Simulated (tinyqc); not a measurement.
Worked calculation: LDA (PW92) atom on a uniform radial grid, spin-unpolarised, for Be. Computed by tinyqc, a small Python program that keeps every step. Settings: Z = 4, points = 64, R = 12.0, functional = lda,pw, mixing = 1.0, iteration cap = 86. Command: `OMP_NUM_THREADS=1 python tinyqc.py 28968 28969 out.jsonl` (the two numbers bound the seeds that draw the settings). One thread of a shared host (Intel(R) Xeon(R) Processor @ 2.60GHz), about 0.02 s of CPU time with the checks. Later iterations appear only in the table of the cycle.

## Iteration 1

Spherical atom on a uniform radial grid r_j = j h with h = R/(N + 1), h sum u^2 = 1 and integrals as h times sums, u(0) = u(R) = 0 (atomic units):

| parameter | value |
|---|---|
| Z | 4 |
| points N | 64 |
| R | 12.000000 |
| h | 0.184615 |
| mixing | 1.000000 |
| electrons in 1s | 2 |
| electrons in 2s | 2 |

Three-point differences turn -u''/2 + [l(l+1)/2r^2 - Z/r + V] u = e u into a tridiagonal matrix (diagonal 1/h^2 + potential, off-diagonal -1/2h^2). D = sum f u^2; the Hartree potential y/r solves y'' = -D/r with y(0) = 0, y(R) = N_e; v_xc comes from rho = D/(4 pi r^2); E = sum f e - int D V + int D (V_H/2 + eps_xc); V(new) = V + mixing (V_H + v_xc - V).

eigenvalues (hartree): 1s -7.132950, 2s -1.936119

Every 4th grid point:

| r | V in | u(1s) | u(2s) | D | V_H | v_xc |
|---|---|---|---|---|---|---|
| 0.738462 | 0.000000 | 0.687310 | -0.391856 | 1.251893 | 4.132320 | -0.624062 |
| 1.476923 | 0.000000 | 0.089154 | -0.848555 | 1.455988 | 2.549180 | -0.425903 |
| 2.215385 | 0.000000 | 0.008673 | -0.534670 | 0.571894 | 1.788773 | -0.250255 |
| 2.953846 | 0.000000 | 0.000750 | -0.241765 | 0.116902 | 1.352635 | -0.130767 |
| 3.692308 | 0.000000 | 0.000061 | -0.092951 | 0.017280 | 1.083206 | -0.064671 |
| 4.430769 | 0.000000 | 4.73e-06 | -0.032433 | 0.002104 | 0.902768 | -0.030717 |
| 5.169231 | 0.000000 | 3.58e-07 | -0.010607 | 0.000225 | 0.773809 | -0.014078 |
| 5.907692 | 0.000000 | 2.65e-08 | -0.003312 | 0.000022 | 0.677083 | -0.006252 |
| 6.646154 | 0.000000 | 1.94e-09 | -0.000999 | 2.00e-06 | 0.601852 | -0.002704 |
| 7.384615 | 0.000000 | 1.40e-10 | -0.000293 | 1.72e-07 | 0.541667 | -0.001144 |
| 8.123077 | 0.000000 | 0 | -0.000084 | 1.42e-08 | 0.492424 | -0.000476 |
| 8.861538 | 0.000000 | 0 | -0.000024 | 1.13e-09 | 0.451389 | -0.000196 |
| 9.600000 | 0.000000 | 0 | -0.000007 | 8.72e-11 | 0.416667 | -0.000080 |
| 10.338462 | 0.000000 | 0 | -1.81e-06 | 0 | 0.386905 | -0.000032 |
| 11.076923 | 0.000000 | 0 | -4.74e-07 | 0 | 0.361111 | 0.000000 |
| 11.815385 | 0.000000 | 0 | -6.38e-08 | 0 | 0.338542 | 0.000000 |

total energy = -11.86879335 hartree

## Iteration 2

As before.

eigenvalues (hartree): 1s -2.376514, 2s -0.029935

Every 4th grid point:

| r | V in | u(1s) | u(2s) | D | V_H | v_xc |
|---|---|---|---|---|---|---|
| 0.738462 | 3.508258 | 0.823899 | -0.006945 | 1.357716 | 3.270558 | -0.640032 |
| 1.476923 | 2.123277 | 0.217874 | -0.348151 | 0.337356 | 2.001695 | -0.272637 |
| 2.215385 | 1.538518 | 0.049059 | -0.493524 | 0.491945 | 1.505807 | -0.239128 |
| 2.953846 | 1.221868 | 0.010442 | -0.509762 | 0.519933 | 1.217772 | -0.204454 |
| 3.692308 | 1.018535 | 0.002164 | -0.466541 | 0.435330 | 1.019064 | -0.169545 |
| 4.430769 | 0.872051 | 0.000443 | -0.403884 | 0.326245 | 0.871936 | -0.139456 |
| 5.169231 | 0.759731 | 0.000090 | -0.340026 | 0.231236 | 0.758948 | -0.114771 |
| 5.907692 | 0.670831 | 0.000018 | -0.281685 | 0.158693 | 0.669999 | -0.094722 |
| 6.646154 | 0.599148 | 3.68e-06 | -0.230483 | 0.106245 | 0.598567 | -0.078325 |
| 7.384615 | 0.540522 | 7.45e-07 | -0.186085 | 0.069256 | 0.540218 | -0.064709 |
| 8.123077 | 0.491948 | 1.50e-07 | -0.147524 | 0.043527 | 0.491834 | -0.053172 |
| 8.861538 | 0.451193 | 3.04e-08 | -0.113707 | 0.025858 | 0.451177 | -0.043143 |
| 9.600000 | 0.416587 | 6.14e-09 | -0.083584 | 0.013973 | 0.416605 | -0.034127 |
| 10.338462 | 0.386873 | 1.24e-09 | -0.056190 | 0.006315 | 0.386893 | -0.025624 |
| 11.076923 | 0.361111 | 2.46e-10 | -0.030632 | 0.001877 | 0.361110 | -0.016929 |
| 11.815385 | 0.338542 | 2.79e-11 | -0.006077 | 0.000074 | 0.338542 | -0.005920 |

total energy = -12.68950433 hartree

## Convergence

Stop when input and output potentials agree to 1e-7.

Course of the cycle (hartree):

| iteration | E | e(1s) | e(2s) | largest \|V(out) - V(in)\| |
|---|---|---|---|---|
| 1 | -11.86879335 | -7.132950 | -1.936119 | 6.13e+00 |
| 2 | -12.68950433 | -2.376514 | -0.029935 | 1.79e+00 |
| 3 | -12.79527626 | -3.610598 | -0.298726 | 6.69e-01 |
| 4 | -12.80940046 | -3.127204 | -0.166633 | 2.35e-01 |
| 5 | -12.81111876 | -3.295918 | -0.208201 | 8.32e-02 |
| 6 | -12.81133633 | -3.235952 | -0.192999 | 2.94e-02 |
| 7 | -12.81136353 | -3.257154 | -0.198324 | 1.04e-02 |
| 8 | -12.81136694 | -3.249640 | -0.196429 | 3.69e-03 |
| 9 | -12.81136737 | -3.252301 | -0.197099 | 1.31e-03 |
| 10 | -12.81136743 | -3.251358 | -0.196862 | 4.63e-04 |
| 11 | -12.81136743 | -3.251692 | -0.196946 | 1.64e-04 |
| 12 | -12.81136743 | -3.251574 | -0.196916 | 5.81e-05 |
| 13 | -12.81136743 | -3.251616 | -0.196927 | 2.06e-05 |
| 14 | -12.81136743 | -3.251601 | -0.196923 | 7.29e-06 |
| 15 | -12.81136743 | -3.251606 | -0.196924 | 2.58e-06 |
| 16 | -12.81136743 | -3.251605 | -0.196924 | 9.14e-07 |
| 17 | -12.81136743 | -3.251605 | -0.196924 | 3.24e-07 |
| 18 | -12.81136743 | -3.251605 | -0.196924 | 1.15e-07 |
| 19 | -12.81136743 | -3.251605 | -0.196924 | 4.06e-08 |

Converged in 19 iterations. A uniform grid resolves the cusp poorly: for a bare nucleus this grid gives 1s at -7.13295 against -Z^2/2 = -8 hartree. Before convergence this energy mixes input and output and is not variational, so it may rise towards its limit.
